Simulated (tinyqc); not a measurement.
# Donor binding, ionisation and the Mott limit: ionisation against doping

Hydrogenic donor: Ry = (m0 q^3/(8 eps0^2 h^2)) me/eps_r^2 in eV, E0 = cc Ry, radius a = q/(8 pi eps0 eps_r E0), Mott density Nm = (0.26/a)^3. Below Nm the level sinks as Ed = E0 [1 - (N/Nm)^(1/3)]. Neutrality: Nc F12(eta) = N/(1 + 2 exp(eta + Ed/kB T)), F12(x) = (2/sqrt(pi)) int_0^infinity sqrt(u)/(1 + exp(u - x)) du.

The neutrality equation is solved with F12 in each row.

Values chosen for this exercise; band and dielectric values close to those of germanium: temperature T = 100 K; relative permittivity eps_r = 15.9; mass in the hydrogenic formula, set independently of Nc me = 0.12 m0; conduction-band density of states at 100 K Nc = 2e18 cm^-3; ratio of the true binding energy to the hydrogenic one cc = 1.

Constants: q = 1.602176634e-19 C, kB = 1.380649e-23 J/K, eps0 = 8.8541878128e-12 F/m, h = 6.62607015e-34 J s, m0 = 9.1093837015e-31 kg, Vt = kB T/q. Results are converted to the units shown.

Result of one run:
```
N (cm^-3)      N/Nm  Ed (meV)  ionised (%)  ionised with Ed = E0 (%)
8.8e13     0.001726     5.683        99.98                     99.98
```

What becomes of these results when the donor density N is changed from 8.8e13 to 1.4e16 cm^-3, all else the same?

Result of the changed run:
```
N (cm^-3)    N/Nm  Ed (meV)  ionised (%)  ionised with Ed = E0 (%)
1.4e16     0.2746     2.261        98.24                     97.19
```

The whole series:
```
N (cm^-3)      N/Nm  Ed (meV)  ionised (%)  ionised with Ed = E0 (%)
3.2e13     6.276e-4     5.905        99.99                     99.99
8.8e13     0.001726     5.683        99.98                     99.98
2.4e14     0.004707     5.376        99.96                     99.95
6.7e14      0.01314     4.934        99.88                     99.86
1.9e15      0.03726     4.301        99.69                     99.60
5.1e15       0.1000     3.460        99.25                     98.94
1.4e16       0.2746     2.261        98.24                     97.19
3.9e16       0.7649    0.5520        96.13                     92.84
```

The ionised share falls from 100 to 96.1 %, against 100 to 92.8 % for a fixed level: a higher density raises EF against the level, which fills more donors, while the sinking Ed works the other way.

Range of the model: A sharp level with degeneracy 2 overstates freeze-out near Nm, where the impurity band broadens and merges with the conduction band.

tinyqc, about 0.02 s, one thread, Intel Xeon 2.30GHz (shared host): `OMP_NUM_THREADS=1 python tinyqc.py 2330108 2330109 out.jsonl`
